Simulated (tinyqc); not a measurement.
Changing the thickness t2: two coupled magnetic layers: synthetic antiferromagnet, spin flop, exchange bias and magnetoresistance. Computed by tinyqc, a small Python program. Command: `OMP_NUM_THREADS=1 python tinyqc.py 3015956 3015957 out.jsonl saf sweep`. One thread of a shared host (Intel(R) Xeon(R) Processor @ 2.30GHz), about 0.3 s of CPU time with the checks.

Moments lie in the plane at the angles p1, p2 from the field. Energy per area: E = J1 cos(p1 - p2) + J2 cos^2(p1 - p2) - B M_s (t1 cos p1 + t2 cos p2) + K (t1 sin^2 p1 + t2 sin^2 p2).

Inputs (values chosen for the exercise, for a model stack):
```
quantity                         value    unit
saturation magnetisation M_s      1150    kA/m
thickness t1                       2.7      nm
antiferromagnetic coupling J1     0.31  mJ/m^2
biquadratic coupling J2              0  mJ/m^2
in-plane anisotropy K               15  kJ/m^3
field over the saturation field   0.45       -
exchange-bias energy J_ex         0.32  mJ/m^2
```

Field direction: along the easy axis.

Method:
- The parallel state is stable while the Hessian at p1 = p2 = 0 is positive: with c = J1 + 2 J2 and u = B M_s + 2K, (u t1 - c)(u t2 - c) > c^2, so B_sat M_s = c (1/t1 + 1/t2) - 2K. B_K = 2K/M_s.
- With p1 = 0, p2 = 180 degrees and c2 = J1 - 2 J2 the Hessian is [[c2 + t1 (2K + b), -c2], [-c2, c2 + t2 (2K - b)]], b = B M_s; its determinant vanishes at the positive root of t1 t2 b^2 - c2 (t1 - t2) b - [2K c2 (t1 + t2) + 4 K^2 t1 t2] = 0.
- A rigid antiparallel pair has the net moment M_s (t1 - t2), so the same J_ex holds it up to J_ex/(M_s (t1 - t2)).

One run for each value; columns: (1) thickness t2 (nm); (2) saturation field B_sat (mT); (3) stability limit B_sf of the antiparallel state (mT); (4) bias field, rigid pair (mT):
```
(1)      (2)     (3)     (4)
1.08  323.35  198.99   171.8
1.31  279.53  160.01   200.2
1.55  247.67  132.92   242.0
1.78  225.19  114.69   302.5
2.02  207.20  100.76   409.2
2.25  193.56   90.67   618.4
2.48  182.45   82.79  1264.8
```

Describe and explain the trends.

Over the rows, saturation field B_sat (mT) falls from 323 to 182 (exponent d ln y / d ln x -0.75 between the first rows and -0.61 between the last); stability limit B_sf of the antiparallel state (mT) falls from 199 to 82.8 (exponent d ln y / d ln x -1.1 between the first rows and -0.93 between the last); bias field, rigid pair (mT) rises from 172 to 1260 (exponent d ln y / d ln x 0.79 between the first rows and 7.4 between the last). The bias field of the rigid pair diverges as t2 nears t1, where the net moment vanishes.

Caution (all rows): at such fields the pair is no longer rigid.
